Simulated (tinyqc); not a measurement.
Inside a calculation. Method: RHF in the 6-31g basis, for H3+, spin multiplicity 1. One step of it, computed by the program tinyqc.

Problem. Iteration 3: DIIS coefficients. Solve [B -1; -1 0][c; lambda] = [0; -1] for the coefficients, which sum to one.

B (overlaps of the stored error matrices):
```
               1              2
1  1.5773982e-03  2.5626527e-04
2  2.5626527e-04  4.1633056e-05
```

Give: DIIS coefficients.

Solution.

DIIS coefficients: -0.194  1.194
